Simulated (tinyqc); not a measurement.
Trench capacitor in an array: capacitance, non-linearity, leakage and relaxation: one step of the calculation.

A film between two metal electrodes, each interface adding a series capacitance ci. The small-signal permittivity is ek (1 + aq E^2); the field is found with the linear permittivity. Leakage J = J0 sinh(E/Ef). After a voltage step the film passes a relaxation current kr C V tt^(-nr), tt being the time in seconds. The sidewall is a coaxial capacitor with radii a = dm/2 - t and b = dm/2, depth AR dm; the end face is left out.

Question. Planar capacitance, field and non-linearity. Planar film: Cf = eps0 ek/t, 1/C = 1/Cf + 2/ci, EOT = 3.9 eps0/C, effective permittivity C t/eps0, E = (V/t) C/Cf; quadratic coefficient [C(V)/C - 1]/V^2 with Cf (1 + aq E^2) in C(V).

Inputs (values chosen for the exercise); permittivity of the order of that of tantalum oxide: relative permittivity of the film ek = 23.2; film thickness t = 4.6 nm; capacitance of each electrode interface (dead layer and screening) ci = 190 uF/cm^2; quadratic field coefficient of the permittivity aq = 0.007 cm^2/MV^2; bias V = 2.3 V; leakage prefactor J0 = 9.3e-10 A/cm^2; field for an e-fold rise of the leakage Ef = 0.31 MV/cm.

Constants: eps0 = 8.8541878128e-14 F/cm where lengths are in cm. Results are converted to the units shown.

Wanted: Cf; C; EOT; effective permittivity; E; quadratic coefficient; J.

Answer.

Cf = 4.466 uF/cm^2
C = 4.265 uF/cm^2
EOT = 0.8096 nm
effective permittivity = 22.16
E = 4.776 MV/cm
quadratic coefficient = 2.862e4 ppm/V^2
J = 0.002279 A/cm^2

The interfaces take 4.49 % of the voltage.

tinyqc, about 0.01 s, one thread, Intel Xeon 2.30GHz (shared host): `OMP_NUM_THREADS=1 python tinyqc.py 2102006 2102007 out.jsonl`
